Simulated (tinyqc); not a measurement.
Inside a calculation. Method: MP2 on RHF in the sto-3g basis, for H3+, spin multiplicity 1. One step of it, computed by the program tinyqc.

Task: Iteration 4 (converged): orbitals. Diagonalise F' = X^T F X, C = X C', fill 1 alpha and 1 beta electrons from the bottom; D = 2 C_occ C_occ^T. Each column has its largest component positive (the first on a tie).

converged F (hartree), order 1H 1s, 2H 1s, 3H 1s:
```
[[-0.650329, -0.575752, -0.575384],
 [-0.575752, -0.650481, -0.575656],
 [-0.575384, -0.575656, -0.650275]]
```

X, order 1H 1s, 2H 1s, 3H 1s:
```
[[-0.636246, -0.835455, 0.431391],
 [1.041797, -0.132965, 0.431484],
 [-0.405806, 0.968522, 0.431358]]
```

Give: F' = X^T F X; orbital energies; coefficients C; D after iteration 4.

Result:

F' = X^T F X (hartree):
```
[[-0.1235, 0.0000, 0.0000],
 [0.0000, -0.1239, 0.0000],
 [0.0000, 0.0000, -1.0059]]
```

orbital energies (hartree): [-1.0059, -0.1239, -0.1235]

coefficients C, order 1H 1s, 2H 1s, 3H 1s:
```
[[0.4314, -0.8354, -0.6363],
 [0.4315, -0.1330, 1.0418],
 [0.4313, 0.9685, -0.4058]]
```

D after iteration 4, order 1H 1s, 2H 1s, 3H 1s:
```
[[0.3722, 0.3723, 0.3721],
 [0.3723, 0.3724, 0.3723],
 [0.3721, 0.3723, 0.3721]]
```
